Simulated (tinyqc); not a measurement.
LDA (PW92) atom on a uniform radial grid, spin-unpolarised, for B(2+), step by step. Computed by tinyqc, a small Python program that keeps every step. Settings: Z = 5, points = 192, R = 8.1, functional = lda,pw, mixing = 1.0, iteration cap = 70. Command: `OMP_NUM_THREADS=1 python tinyqc.py 23085 23086 out.jsonl` (the two numbers bound the seeds that draw the settings). One thread of a shared host (Intel(R) Xeon(R) Processor @ 2.60GHz), about 0.1 s of CPU time with the checks. Later iterations appear only in the table of the cycle.

## Iteration 1

Spherical atom on a uniform radial grid r_j = j h with h = R/(N + 1), h sum u^2 = 1 and integrals as h times sums, u(0) = u(R) = 0 (atomic units):
```
parameter           value
Z                       5
points N              192
R                8.100000
h                0.041969
mixing           1.000000
electrons in 1s         2
electrons in 2s         1
```

Three-point differences turn -u''/2 + [l(l+1)/2r^2 - Z/r + V] u = e u into a tridiagonal matrix (diagonal 1/h^2 + potential, off-diagonal -1/2h^2). D = sum f u^2; the Hartree potential y/r solves y'' = -D/r with y(0) = 0, y(R) = N_e; v_xc comes from rho = D/(4 pi r^2); E = sum f e - int D V + int D (V_H/2 + eps_xc); V(new) = V + mixing (V_H + v_xc - V).

eigenvalues (hartree): 1s -12.36534, 2s -3.11645

Every 12th grid point:
```
r           V in     u(1s)      u(2s)         D      V_H      v_xc
0.50363  0.00000   0.91448   -0.28653   1.75465  4.82718  -0.88144
1.00725  0.00000   0.15013   -0.97277   0.99137  2.80221  -0.47893
1.51088  0.00000   0.01848   -0.76086   0.57960  1.95941  -0.31692
2.01451  0.00000   0.00202   -0.41984   0.17627  1.48576  -0.18593
2.51813  0.00000   0.00021   -0.19599   0.03841  1.19095  -0.10319
3.02176  0.00000  2.04e-05   -0.08286   0.00687  0.99275  -0.05530
3.52539  0.00000  1.96e-06   -0.03280   0.00108  0.85097  -0.02879
4.02902  0.00000  1.84e-07   -0.01239   0.00015  0.74460  -0.01459
4.53264  0.00000  1.70e-08   -0.00452  2.04e-05  0.66187  -0.00722
5.03627  0.00000  1.55e-09   -0.00160  2.57e-06  0.59568  -0.00350
5.53990  0.00000  1.40e-10   -0.00056  3.09e-07  0.54153  -0.00167
6.04352  0.00000  1.25e-11   -0.00019  3.59e-08  0.49640  -0.00078
6.54715  0.00000         0   -0.00006  4.04e-09  0.45821  -0.00036
7.05078  0.00000         0  -2.09e-05  4.37e-10  0.42549  -0.00017
7.55440  0.00000         0  -6.31e-06  3.98e-11  0.39712  -0.00007
8.05803  0.00000         0  -3.84e-07         0  0.37230   0.00000
```

total energy = -22.4292835 hartree

## Iteration 2

As before.

eigenvalues (hartree): 1s -7.09596, 2s -1.04838

Every 12th grid point:
```
r           V in     u(1s)     u(2s)         D      V_H      v_xc
0.50363  3.94575   0.99638  -0.05371   1.98844  4.51407  -0.91685
1.00725  2.32329   0.24097  -0.68223   0.58157  2.63445  -0.40645
1.51088  1.64249   0.04720  -0.80343   0.64995  1.88882  -0.32817
2.01451  1.29983   0.00848  -0.66280   0.43945  1.46274  -0.24477
2.51813  1.08776   0.00146  -0.46652   0.21764  1.18436  -0.17325
3.02176  0.93745   0.00024  -0.30054   0.09032  0.99099  -0.11944
3.52539  0.82218  3.97e-05  -0.18322   0.03357  0.85051  -0.08108
4.02902  0.73001  6.41e-06  -0.10763   0.01158  0.74448  -0.05444
4.53264  0.65464  1.03e-06  -0.06157   0.00379  0.66184  -0.03622
5.03627  0.59218  1.63e-07  -0.03453   0.00119  0.59567  -0.02389
5.53990  0.53986  2.57e-08  -0.01905   0.00036  0.54152  -0.01564
6.04352  0.49562  4.05e-09  -0.01035   0.00011  0.49640  -0.01014
6.54715  0.45785  6.34e-10  -0.00550  3.03e-05  0.45821  -0.00649
7.05078  0.42532  9.91e-11  -0.00279  7.80e-06  0.42548  -0.00403
7.55440  0.39705  1.52e-11  -0.00119  1.43e-06  0.39712  -0.00224
8.05803  0.37230         0  -0.00009  7.24e-09  0.37230  -0.00038
```

total energy = -22.8382978 hartree

## Iteration 3

As before.

eigenvalues (hartree): 1s -7.63376, 2s -1.15564

Every 12th grid point:
```
r           V in     u(1s)     u(2s)         D      V_H      v_xc
0.50363  3.59722   0.98315  -0.07877   1.93938  4.54581  -0.90967
1.00725  2.22800   0.22281  -0.70886   0.60177  2.64841  -0.41073
1.51088  1.56065   0.04077  -0.80763   0.65559  1.89581  -0.32904
2.01451  1.21797   0.00687  -0.65174   0.42486  1.46562  -0.24229
2.51813  1.01110   0.00110  -0.44911   0.20170  1.18541  -0.16935
3.02176  0.87155   0.00017  -0.28250   0.07981  0.99135  -0.11511
3.52539  0.76943  2.64e-05  -0.16752   0.02806  0.85062  -0.07686
4.02902  0.69004  3.99e-06  -0.09537   0.00910  0.74452  -0.05063
4.53264  0.62562  5.96e-07  -0.05271   0.00278  0.66185  -0.03297
5.03627  0.57178  8.83e-08  -0.02849   0.00081  0.59567  -0.02125
5.53990  0.52589  1.30e-08  -0.01513   0.00023  0.54153  -0.01356
6.04352  0.48626  1.91e-09  -0.00791   0.00006  0.49640  -0.00857
6.54715  0.45173  2.78e-10  -0.00406  1.65e-05  0.45821  -0.00535
7.05078  0.42146  4.05e-11  -0.00199  3.96e-06  0.42549  -0.00324
7.55440  0.39488         0  -0.00083  6.91e-07  0.39712  -0.00177
8.05803  0.37192         0  -0.00006  3.43e-09  0.37230  -0.00030
```

total energy = -22.8452264 hartree

## Convergence

Stop when input and output potentials agree to 1e-7.

Course of the cycle (hartree):
```
iteration            E      e(1s)     e(2s)  largest |V(out) - V(in)|
1          -22.4292835  -12.36534  -3.11645                  7.18e+00
2          -22.8382978   -7.09596  -1.04838                  1.00e+00
3          -22.8452264   -7.63376  -1.15564                  1.43e-01
4          -22.8453751   -7.56343  -1.14551                  2.11e-02
5          -22.8453783   -7.57367  -1.14697                  3.09e-03
6          -22.8453783   -7.57217  -1.14676                  4.53e-04
7          -22.8453783   -7.57239  -1.14679                  6.63e-05
8          -22.8453783   -7.57236  -1.14678                  9.72e-06
9          -22.8453783   -7.57236  -1.14678                  1.43e-06
10         -22.8453783   -7.57236  -1.14678                  2.09e-07
11         -22.8453783   -7.57236  -1.14678                  3.06e-08
```

Converged in 11 iterations. A uniform grid resolves the cusp poorly: for a bare nucleus this grid gives 1s at -12.36534 against -Z^2/2 = -12.5 hartree. Before convergence this energy mixes input and output and is not variational, so it may rise towards its limit.
